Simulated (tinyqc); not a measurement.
CCSD on RHF in the 3-21g basis, for H2, spin multiplicity 1, step by step. One step of it, computed by the program tinyqc.

Task: CCSD: starting amplitudes. t_ij^ab = <ij||ab> / (e_i + e_j - e_a - e_b), whose energy is MP2.

orbital energies (hartree): MO1 -0.536096, MO2 0.203863, MO3 1.036335, MO4 1.334525

Two-electron integrals over orbitals (pq|rs), unique and non-zero (hartree):
```
(11|11) 0.588939    (21|21) 0.109674    (22|11) 0.458177    (22|22) 0.419884
(31|11) 0.138520    (31|22) 0.068801    (31|31) 0.099142    (32|21) 0.007267
(32|32) 0.037139    (33|11) 0.534007    (33|22) 0.424060    (33|31) 0.127027
(33|33) 0.508459    (41|21) -0.080120   (41|32) -0.047803   (41|41) 0.111203
(42|11) -0.137464   (42|22) -0.071343   (42|31) -0.082137   (42|33) -0.122500
(42|42) 0.081862    (43|21) -0.121974   (43|32) -0.036013   (43|41) 0.127716
(43|43) 0.179055    (44|11) 0.597216    (44|22) 0.470258    (44|31) 0.178447
(44|33) 0.567568    (44|42) -0.166310   (44|44) 0.668332
```

Give: Starting amplitudes; correlation energy.

Result:

Starting amplitudes (spin orbitals 1a, 1b, ...; amplitudes related by a flip of all spins are not repeated):

| from | to | t |
|---|---|---|
| 1a 1b | 2a 2b | -0.0741 |
| 1a 1b | 3a 3b | -0.0315 |
| 1a 1b | 2a 4b | 0.0307 |
| 1a 1b | 4a 4b | -0.0297 |

correlation energy = -0.019476 hartree
